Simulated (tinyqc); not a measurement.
# From one set of inputs to another, one input at a time

Model: minimum-mode following (dimer method) and harmonic rate on a two-dimensional model surface. Computed by tinyqc, a small Python program. Command: `OMP_NUM_THREADS=1 python tinyqc.py 3002041 3002042 out.jsonl dimer ladder`. One thread of a shared host (Intel(R) Xeon(R) Processor @ 2.30GHz), about 0.05 s of CPU time with the checks.

V(x, y) = -A (cos kx + cos ky) - B cos kx cos ky + (C sin ky + S sin kx)(1 - cos kx), k = 2 pi/a; the atom hops from the minimum at (0, 0) to that at (a, 0).

The inputs printed are set A. Inputs not listed in the table keep their values of set A, so the rows need not describe a real material.

Inputs (values chosen for the exercise, for a model surface): amplitude A = 0.17 eV; amplitude B = -0.019 eV; skew C = 0.067 eV; asymmetry S = 0.028 eV; period a = 3.2 angstrom; mass M = 114 u; temperature T = 400 K.

Surface: adatom on a square lattice.

Constants: nu for 1 eV/(angstrom^2 u) = 15.6333042 THz; k_B = 8.617333262e-05 eV/K.

Method:
- Newton steps x(new) = x - H^-1 grad V (moves limited to 0.3 angstrom) from (0, 0), (a, 0) and (a/2, 0) give the two minima and the saddle.
- Diagonalise the Hessian at the start minimum and at the saddle; nu = 15.6333042 THz x sqrt(|lambda|/M).
- Vineyard prefactor nu* = nu1 nu2 (minimum)/nu2 (saddle); k = nu* exp(-E_b/(k_B T)).

Each row keeps all changes above it:
```
input moved            from       to  barrier from the start (eV)  prefactor nu* (THz)  rate k (1/s)
set A                     -        -                      0.27110               0.9087    3.4892e+08
temperature T (K)       400      200                      0.27110               0.9087    1.3397e+05
amplitude B (eV)     -0.019  -0.0041                      0.29722               1.0225    3.3108e+04
period a (angstrom)     3.2      3.9                      0.29722               0.8390    2.7166e+04
skew C (eV)           0.067    0.041                      0.32307               0.8939    6.4597e+03
mass M (u)              114     32.7                      0.32307               1.6691    1.2061e+04
amplitude A (eV)       0.17     0.14                      0.26186               1.4759    3.7197e+05
asymmetry S (eV)      0.028    0.018                      0.25533               1.4729    5.4220e+05
```

Where does the difference come from?

Barrier from the start goes from 0.271 to 0.255, a factor 0.942 in all. The largest single move comes from amplitude A (a factor 0.811), and amplitude B works against it (a factor 1.10). Prefactor nu* goes from 0.909 to 1.47, a factor 1.62 in all. The largest single move comes from mass M (a factor 1.87), and period a works against it (a factor 0.821). Rate k goes from 3.49e8 to 542000, a factor 0.00155 in all. The largest single move comes from temperature T (a factor 3.84e-4), and amplitude A works against it (a factor 30.8). The single moves hold for this order of the switches; the total does not depend on the order.

Extremes, crossings and ranges named in words are read from the listed rows.
